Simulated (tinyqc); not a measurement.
Classical Heisenberg spin chain: exact results, Metropolis, heat-bath and over-relaxation steps, and a Monte Carlo run: one step, computed by the program tinyqc. Command: `OMP_NUM_THREADS=1 python tinyqc.py 3130535 3130536 out.jsonl heismc walk`. One thread of a shared host (Intel(R) Xeon(R) Processor @ 2.30GHz), about 0.2 s of CPU time with the checks.

E = -J sum_i s_i . s_(i+1) for unit vectors s_i on an open chain; K = J/(k_B T).

Problem. Exact results. Each bond angle is independent, so u = <s_i . s_(i+1)> = coth K - 1/K, <s_i . s_(i+n)> = u^n, correlation length xi = -1/ln|u|, energy per bond -J u, heat capacity per bond c/k_B = 1 - K^2/sinh^2 K, and for the long chain chi = mu^2 (1 + u)/(3 k_B T (1 - u)) per spin.

Inputs (values chosen for the exercise, for a model chain of large moments): coupling J = -17 meV; temperature T = 161 K; moment mu = 4.7 mu_B.

Constants: k_B = 8.617333262e-05 eV/K; mu_B = 5.7883818060e-05 eV/T.

Give: K; u; xi; energy per bond; heat capacity; chi over the Curie value; chi.

Solution.

K = -1.225

u = -0.3726

xi = 1.013 sites

energy per bond = -6.335 meV

heat capacity = 0.3797 k_B/bond

chi over the Curie value = 0.4570

chi = 0.01404 mu_B/T per spin
